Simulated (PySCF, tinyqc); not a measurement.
Inside a calculation. Method: RHF in the sto-6g basis, for B+, spin multiplicity 1. This run ends on a higher stationary point, not on the lowest solution. The lowest restricted solution is unstable here: a spin-polarised one lies 0.0000 hartree lower (PySCF). One step of it, computed by the program tinyqc.

Task: Iteration 2: building the Fock matrix. J_ij = sum D_kl (ij|kl), K_ij = sum D_kl (ik|jl); F = H + J - 0.5 K; E = tr D H + tr D J / 2 - 0.25 tr D K + E_nn.

D after iteration 1:
```
            1B 1s      1B 2s    1B 2px    1B 2py    1B 2pz
1B 1s    2.017494  -0.034109  0.000000  0.000000  0.000000
1B 2s   -0.034109   0.000577  0.000000  0.000000  0.000000
1B 2px   0.000000   0.000000  0.000000  0.000000  0.000000
1B 2py   0.000000   0.000000  0.000000  2.000000  0.000000
1B 2pz   0.000000   0.000000  0.000000  0.000000  0.000000
```

core Hamiltonian H = T + V (hartree):
```
             1B 1s      1B 2s     1B 2px     1B 2py     1B 2pz
1B 1s   -12.444477  -3.078069   0.000000   0.000000   0.000000
1B 2s    -3.078069  -3.375648   0.000000   0.000000   0.000000
1B 2px    0.000000   0.000000  -2.624950   0.000000   0.000000
1B 2py    0.000000   0.000000   0.000000  -2.624950   0.000000
1B 2pz    0.000000   0.000000   0.000000   0.000000  -2.624950
```

Two-electron integrals (ij|kl) in chemists' order, unique and non-zero (hartree):
```
(11|11) 2.924993   (21|11) 0.480756   (21|21) 0.099484   (22|11) 0.743449
(22|21) 0.188967   (22|22) 0.544922   (31|31) 0.021096   (32|31) 0.030854
(32|32) 0.120443   (33|11) 0.743450   (33|21) 0.188967   (33|22) 0.544922
(33|33) 0.587109   (41|41) 0.021096   (42|41) 0.030854   (42|42) 0.120443
(43|43) 0.031641   (44|11) 0.743450   (44|21) 0.188967   (44|22) 0.544922
(44|33) 0.523827   (44|44) 0.587109   (51|51) 0.021096   (52|51) 0.030854
(52|52) 0.120443   (53|53) 0.031641   (54|54) 0.031641   (55|11) 0.743450
(55|21) 0.188967   (55|22) 0.544922   (55|33) 0.523827   (55|44) 0.523827
(55|55) 0.587109
```

nuclear repulsion = 0 hartree

Give: Coulomb J; exchange K; Fock matrix F; total energy of this density.

Result:

Coulomb J (hartree):
```
         1B 1s   1B 2s  1B 2px  1B 2py  1B 2pz
1B 1s   7.3557  1.3412  0.0000  0.0000  0.0000
1B 2s   1.3412  2.5772  0.0000  0.0000  0.0000
1B 2px  0.0000  0.0000  2.5350  0.0000  0.0000
1B 2py  0.0000  0.0000  0.0000  2.6615  0.0000
1B 2pz  0.0000  0.0000  0.0000  0.0000  2.5350
```

exchange K (hartree):
```
         1B 1s   1B 2s  1B 2px  1B 2py  1B 2pz
1B 1s   5.9106  1.0030  0.0000  0.0000  0.0000
1B 2s   1.0030  0.4290  0.0000  0.0000  0.0000
1B 2px  0.0000  0.0000  0.1038  0.0000  0.0000
1B 2py  0.0000  0.0000  0.0000  1.2147  0.0000
1B 2pz  0.0000  0.0000  0.0000  0.0000  0.1038
```

Fock matrix F (hartree):
```
          1B 1s    1B 2s   1B 2px   1B 2py   1B 2pz
1B 1s   -8.0441  -2.2384   0.0000   0.0000   0.0000
1B 2s   -2.2384  -1.0130   0.0000   0.0000   0.0000
1B 2px   0.0000   0.0000  -0.1419   0.0000   0.0000
1B 2py   0.0000   0.0000   0.0000  -0.5708   0.0000
1B 2pz   0.0000   0.0000   0.0000   0.0000  -0.1419
```

total energy of this density = -23.683434 hartree
